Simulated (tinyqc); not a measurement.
Input admittance of a MOSFET at zero drain bias: distributed channel and distributed gate: input impedance against frequency.

Source and drain grounded, strong inversion, w = 2 pi f, Cox = eps0 eox/tox. The channel is an RC line of resistance 1/(mu Cox Vo) per square fed from both ends, so one finger has the intrinsic admittance y = i w Cox L tanh(g)/g per width, g = (1/2) sqrt(i w tau), tau = L^2/(mu Vo). The vertical resistance rv/L is in series with y, the overlaps 2 i w Cov in parallel: y_t = 1/(1/y + rv/L) + 2 i w Cov. The gate strip is a line of Rsh/L per length loaded by y_t, so a finger has Y = y_t Wf tanh(k)/k, k = (Wf/sd) sqrt(y_t Rsh/L); the device has Nf Y.

Low-frequency limits, with c = Cox L and ct = c + 2 Cov: R_strip = Rsh Wf/(3 sd^2 L Nf), R_ch = (c/ct)^2 L/(12 mu Cox Vo Wf Nf), R_vert = (c/ct)^2 rv/(L Wf Nf), C = ct Wf Nf. Z = 1/(Nf Y) = R + 1/(i w C), Q = |Im Z|/R, far-point signal |1/cosh k|.

Values chosen for this exercise; values of the order met in silicon radio-frequency transistors: relative permittivity of the gate insulator (close to hafnium oxide) eox = 21.4; insulator thickness tox = 24 nm; channel length L = 0.21 um; finger width Wf = 0.59 um; number of fingers Nf = 32; channel mobility mu = 310 cm^2/(V s); gate overdrive Vo = 0.57 V; sheet resistance of the gate Rsh = 4.1 ohm/square; vertical resistivity of the gate stack rv = 3.2 ohm um^2; number of ends at which a finger is contacted sd = 2; overlap and fringe capacitance on each side Cov = 0.3 fF/um.

Constants: eps0 = 8.8541878128e-14 F/cm where lengths are in cm. Results are converted to the units shown.

The same in every row: low-frequency R (ohm) = 4.047.

Result of one run:
```
f (GHz)     w tau       |k|  R (ohm)  C (fF)     Q  signal at the far point
0.3      0.004704  0.002689    4.047   42.63  3075                    1.000
```

What becomes of these results when the frequency f is changed from 0.3 to 2 GHz, all else the same?

Result of the changed run:
```
f (GHz)    w tau       |k|  R (ohm)  C (fF)      Q  signal at the far point
2        0.03136  0.006943    4.047   42.63  461.2                    1.000
```

The whole series:
```
f (GHz)     w tau       |k|  R (ohm)  C (fF)      Q  signal at the far point
0.3      0.004704  0.002689    4.047   42.63   3075                    1.000
0.7       0.01098  0.004108    4.047   42.63   1318                    1.000
2         0.03136  0.006943    4.047   42.63  461.2                    1.000
4         0.06273  0.009819    4.047   42.63  230.6                    1.000
10         0.1568   0.01552    4.047   42.63  92.25                    1.000
20         0.3136   0.02195    4.047   42.62  46.14                    1.000
50         0.7841   0.03466    4.043   42.56  18.50                    1.000
100         1.568   0.04880    4.031   42.35  9.324                   0.9999
300         4.704   0.08098    3.902   40.30  3.374                   0.9991
```

R falls from 4.05 to 3.90 ohm and C falls from 42.6 to 40.3 fF. Q goes as f^(-1.00) between the first two rows and f^(-0.93) between the last two, where w tau = 4.70 and |k| = 0.0810. The low-frequency limits hold both R and C within 5 % up to f = 100 GHz among the rows.

Program tinyqc, `OMP_NUM_THREADS=1 python tinyqc.py 2262201 2262202 out.jsonl`; Intel Xeon 2.30GHz, shared host, one thread, about 0.01 s.
